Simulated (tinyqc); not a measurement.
Configuration-coordinate model of a defect: Huang-Rhys factor and luminescence line shape: one step, computed by the program tinyqc.

Ground state E_g(Q) = (1/2) omega_g^2 Q^2; excited state E_e(Q) = E_0 + (1/2) omega_e^2 (Q - dQ)^2 with E_0 = E_ZPL - (hbar omega_e - hbar omega_g)/2. Q is mass-weighted; the dipole does not depend on Q (Condon approximation).

Problem. Huang-Rhys factors and vertical energies. S = hbar omega dQ^2/(2 hbar^2/u) for each state; relaxation energy S hbar omega; absorption at E_0 + S_e hbar omega_e, emission at E_0 - S_g hbar omega_g; the Stokes shift is their difference.

Inputs (values chosen for the exercise, for a model defect in a wide-gap host):

| quantity | value | unit |
|---|---|---|
| zero-phonon energy E_ZPL | 4.33 | eV |
| displacement dQ | 0.753 | u^(1/2) angstrom |
| ground-state phonon hbar omega_g | 63.2 | meV |
| excited-state phonon hbar omega_e | 56.3 | meV |

Modes: different frequencies.

Constants: hbar^2/u = 4.18015928e-03 eV angstrom^2.

Give: S_g; S_e; relaxation energy, ground state; relaxation energy, excited state; vertical absorption energy; vertical emission energy; Stokes shift.

Solution.

S_g = 4.286

S_e = 3.818

relaxation energy, ground state = 0.2709 eV

relaxation energy, excited state = 0.2150 eV

vertical absorption energy = 4.548 eV

vertical emission energy = 4.063 eV

Stokes shift = 0.4859 eV

The coupling is intermediate: phonon replicas can be resolved beside the zero-phonon line.
